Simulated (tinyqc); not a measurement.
Comparisons within one model: interface roughness in a thin film (subband fluctuation and scattering). A value that a table varies takes the place of the one given here.

Square well of width t, barriers V0, c = hbar^2/2m0: E1 solves k t + 2 atan[(k/mz)/(kappa/mb)] = pi, k = sqrt(mz E/c), kappa = sqrt(mb (V0 - E)/c). One interface is rough, so the subband edge fluctuates by G dt with G = |dE1/dt| (central difference of 0.01 angstrom; 2 E1/t for hard walls).

Gaussian roughness spectrum S(q) = pi D^2 Lc^2 exp(-q^2 Lc^2/4). Degenerate gas, taken to fill one subband (the second starts to fill once c kF^2/md exceeds E2 - E1, which is not tested here): kF = sqrt(2 pi Ns/gv), q = 2 kF sin(theta/2), 1/tau = (md/(2 pi c hbar)) G^2 times the integral from 0 to pi of S(q)(1 - cos theta)/eps(q)^2 dtheta, eps(q) = 1 + qs/q with screening (qs = gv md q0/(c eps), q0 = e^2/(4 pi eps0), form factors left out, which overstates the screening; other scattering is left out too, so these values lie far above measured mobilities in all but the thinnest films) or 1 without; mobility = tau c2/md with c2 = e/m0 = 1.75882e15 cm^2/(V s^2); 1e12/cm^2 = 1e-4/angstrom^2.

Constants: hbar^2/2m0 = 3.80998211 eV angstrom^2; hbar = 6.58211957e-16 eV s; e^2/(4 pi eps0) = 14.39964547 eV angstrom.

Values chosen for the exercise (near those of a thin Si channel on (100), two-fold valleys; the results hold for these values, not for the real material):
- mz = 0.937 m0 (confinement mass)
- V0 = 3.12 eV (barrier)
- mb = 0.47 m0 (barrier mass)
- md = 0.189 m0 (mass in the plane)
- gv = 2 (valleys)
- D = 2 angstrom (rms height of the roughness)
- Lc = 42 angstrom (correlation length)
- Ns = 3.1 x 1e12/cm^2 (sheet density)
- eps = 7.6 (mean dielectric constant at the channel)
- ts = (13, 17, 20, 24, 30, 38, 50) angstrom (thicknesses)
- t = 24 angstrom (film thickness)
- Ll = (4, 8, 14, 22, 35, 55, 90) angstrom (correlation lengths)

## The sixth-power law

Screened mobility against thickness for the finite barrier and for hard walls.

Results:
```
t (angstrom)  E1 (meV)  G (meV/angstrom)  mobility (cm^2/(V s))  the same, hard walls
13               187.0            25.406               1.35e+03                   654
17               115.5            12.371               5.70e+03              3.27e+03
20                85.8             7.918               1.39e+04              8.67e+03
24                61.1             4.765               3.84e+04              2.59e+04
30                40.1             2.537               1.36e+05              9.88e+04
38                25.6             1.290               5.24e+05              4.08e+05
50                15.1             0.583               2.56e+06              2.12e+06
```

With hard walls G goes as 1/t^3 and the mobility as t^6. With the finite barrier the local exponent is 5.37 at the thin end and 5.78 at the thick end, since the envelope leaks out and softens the dependence. The least value is 1.35e+03 cm^2/(V s). The gate field, which also presses carriers to the interface, is left out. Below about 20 angstrom the effective-mass picture is itself doubtful. Up to t = 20 angstrom G D exceeds half of EF - E1, where the Born rate fails.

## Correlation length

Fixed D; bare and screened mobility.

Results:
```
Lc (angstrom)  kF Lc  bare mobility (cm^2/(V s))  screened mobility (cm^2/(V s))
4               0.12                    5.47e+04                        1.12e+06
8               0.25                    1.42e+04                        2.90e+05
14              0.44                    5.09e+03                        1.05e+05
22              0.69                    2.53e+03                        5.35e+04
35              1.09                    1.65e+03                        3.73e+04
55              1.72                    1.88e+03                        5.31e+04
90              2.81                    3.70e+03                        2.21e+05
```

The bare mobility is lowest at Lc = 35 angstrom of those listed (kF Lc = 1.09). The screened mobility is lowest at Lc = 35 angstrom of those listed (kF Lc = 1.09). Short roughness averages out (mobility as 1/Lc^2; the first two rows give exponent -1.95), and long roughness deflects only by small angles (bare mobility rising as Lc; the last two rows give 1.38).

## What each parameter does

G, G D, and the screened mobility. Each row changes one parameter from the base and keeps the others.

Results:
```
case                   G (meV/angstrom)  G D (meV)  mobility (cm^2/(V s))
base                              4.765       9.53              3.845e+04
t = 20 angstrom                   7.918      15.84              1.392e+04
D = 2.6 angstrom                  4.765      12.39              2.275e+04
Lc = 50 angstrom                  4.765       9.53              4.539e+04
Ns = 4.96 x 1e12/cm^2             4.765       9.53              5.551e+04
mz = 1.078 m0                     4.247       8.49              4.838e+04
md = 0.217 m0                     4.765       9.53              3.632e+04
V0 = 2.18 eV                      4.585       9.17              4.151e+04
eps = 9.1                         4.765       9.53              2.917e+04
```

The largest shifts from the base row, up to three for each result and ties (the steps differ in size, so this ranks the rows, not the parameters). G (meV/angstrom): t +3.153, mz -0.517, V0 -0.179; unchanged at the printed digits by D, Lc, Ns, md and eps. G D (meV): t +6.31, D +2.86, mz -1.03; unchanged at the printed digits by Lc, Ns, md and eps. mobility (cm^2/(V s)): t -2.45e+04, Ns +1.71e+04, D -1.57e+04. In the base case G D is 0.49 times EF - E1 = 19.6 meV.

(tinyqc, `OMP_NUM_THREADS=1 python tinyqc.py 1250608 1250609 out.jsonl`, Intel(R) Xeon(R) Processor @ 2.30GHz, 1 thread, shared host, about 0.01 s.)
